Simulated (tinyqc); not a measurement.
# Well width from the intersubband spacing

Problem. In an empty well of width L and depth Vb, level k solves kw L/2 = (k - 1) pi/2 + arctan(sqrt((mw/mb)(Vb - E)/E)) with kw = sqrt(mw E/C), C = hbar^2/(2 m0). Find L, E1 and E2 from the spacing.

Values chosen for this exercise; material values close to those of GaN in AlGaN:
```
symbol,value,unit,meaning
mw,0.204,m0,mass along z in the well
mb,0.248,m0,mass along z in the barriers
Vb,0.408,eV,barrier height
```

Constants: q = 1.602176634e-19 C, hbar = 1.054571817e-34 J s, m0 = 9.1093837015e-31 kg, hbar^2/(2 m0) = 0.0380998212 eV nm^2. Results are converted to the units shown.

E2 - E1 = 75.738609 meV

Solution. Both levels are solved for trial widths until their difference matches. A second level is bound only for L above 2.13 nm, and over that range one width gives this spacing.

L = 7.00 nm
E1 = 25.5 meV
E2 = 101 meV

Program tinyqc, `OMP_NUM_THREADS=1 python tinyqc.py 2140003 2140004 out.jsonl`; Intel Xeon 2.30GHz, shared host, one thread, about 0.1 s.
